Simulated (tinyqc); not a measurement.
# Worked calculation: signal and retention of a DRAM cell

Computed by the program tinyqc: `OMP_NUM_THREADS=1 python tinyqc.py 2130082 2130083 out.jsonl`, one thread of a shared Intel Xeon 2.30GHz, about 0.01 s for the whole run. Printed values are rounded.

A stored one starts at Vd and leaks: Cs dV/dt = -I(V), I = a sqrt((V + Vb)/(Vd + Vb)) + b, with a = Ig exp[-(Eg1 q/kB)(1/T - 1/T0)] (generation in a depletion layer) and b = Is exp[-(Es q/kB)(1/T - 1/T0)]. The bit line is precharged to Vd/2, and charge sharing gives the signal (V - Vd/2) Cs/(Cs + Cb).

Values chosen for this exercise:
- Vd = 1.1 V (array voltage)
- Cs = 15 fF (cell capacitance)
- Cb = 35 fF (bit-line capacitance)
- dm = 43 mV (smallest signal that the sense amplifier resolves)
- Vb = 1.12 V (built-in plus back-bias voltage of the storage junction)
- Ig = 0.32 fA (junction leakage at V = Vd and T0)
- Is = 2.9 fA (voltage-independent leakage at T0)
- Es = 0.45 eV (activation energy of Is)
- T0 = 358 K (reference temperature)
- T = 368 K (temperature)
- sg = 0.82 (deviation of ln(retention time) over the cells)
- Nc = 4.29e9 (cells)
- tr = 64 ms (refresh interval)
- Eg1 = 0.6 eV (activation energy of Ig)

Constants: q = 1.602176634e-19 C, kB = 1.380649e-23 J/K. Results are converted to the units shown.

Range of the model: Real arrays also hold a tail of unusually leaky cells and cells whose retention varies in time, which this model lacks.

## Signal and margin

The cell fails below Vc = Vd/2 + dm (Cs + Cb)/Cs.

transfer ratio = 0.3
signal of a fresh one = 165 mV
Vc = 0.693333 V
charge that may be lost = 6.1 fC
the same in electrons = 38073.2

## Retention time

With s = sqrt((Vc + Vb)/(Vd + Vb)), the time from Vd to Vc is t = [2 Cs (Vd + Vb)/a] [1 - s - (b/a) ln((a + b)/(a s + b))].

a = 0.542845 fA
b = 4.31065 fA
retention time = 1.26352 s
estimate with the current held at a + b = 1.25683 s

The constant-current estimate is 0.53 % below the true time, since the junction leaks less as V falls.

## Failing cells

This time is the median of a log-normal spread: failing cells = Nc erfc(z/sqrt 2)/2, z = ln(t/tr)/sg. One failure is expected at the interval where that count equals 1.

z = 3.63753
failing cells = 5.90438e5
interval for one failure = 7.63692 ms

The weakest cell of the array lies about 6.23 deviations out, a factor of 165 below the median; the chosen interval is longer than that time.
